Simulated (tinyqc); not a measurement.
Hueckel theory of the pi electrons with the omega technique, for the molecule C=C1C=CC=CC=C1 (SMILES; centres numbered as the heavy atoms are written), step by step. One step of it, computed by the program tinyqc.

Problem. Orbitals, round 1. Diagonalise; E = alpha + x beta with beta < 0, so the largest x are filled first; degenerate levels share their electrons. P = sum n_i c_ri c_si; each orbital has its largest coefficient positive (the first on a tie).

Hueckel matrix in units of beta (H = alpha + beta A), lower triangle:
```
          1C        2C        3C        4C        5C        6C        7C        8C
1C  0.000000
2C  1.000000  0.000000
3C  0.000000  1.000000  0.000000
4C  0.000000  0.000000  1.000000  0.000000
5C  0.000000  0.000000  0.000000  1.000000  0.000000
6C  0.000000  0.000000  0.000000  0.000000  1.000000  0.000000
7C  0.000000  0.000000  0.000000  0.000000  0.000000  1.000000  0.000000
8C  0.000000  1.000000  0.000000  0.000000  0.000000  0.000000  1.000000  0.000000
```

pi electrons, sum of z_r less the charge = 8

Give: x values; occupations; coefficients; charge and bond-order matrix P.

Solution.

x values: 2.091  1.443  1.247  0.216  -0.445  -0.776  -1.802  -1.974

occupations: 2.000  2.000  2.000  2.000  0.000  0.000  0.000  0.000

coefficients:
```
      MO1     MO2     MO3     MO4     MO5     MO6     MO7     MO8
1C  0.232  -0.333   0.000   0.701   0.000   0.502   0.000  -0.304
2C  0.484  -0.480   0.000   0.152   0.000  -0.390   0.000   0.600
3C  0.391  -0.180   0.418  -0.334   0.521  -0.100   0.232  -0.440
4C  0.332   0.221   0.521  -0.224  -0.232   0.467  -0.418   0.269
5C  0.305   0.498   0.232   0.286  -0.418  -0.263   0.521  -0.090
6C  0.305   0.498  -0.232   0.286   0.418  -0.263  -0.521  -0.090
7C  0.332   0.221  -0.521  -0.224   0.232   0.467   0.418   0.269
8C  0.391  -0.180  -0.418  -0.334  -0.521  -0.100  -0.232  -0.440
```

charge and bond-order matrix P, lower triangle:
```
        1C      2C      3C      4C      5C     6C     7C     8C
1C   1.311
2C   0.756   0.976
3C  -0.167   0.450   0.942
4C  -0.306   0.042   0.765   0.962
5C   0.210  -0.097   0.062   0.536   0.953
6C   0.210  -0.097  -0.326   0.053   0.738  0.953
7C  -0.306   0.042  -0.106  -0.125   0.053  0.536  0.962
8C  -0.167   0.450   0.244  -0.106  -0.326  0.062  0.765  0.942
```
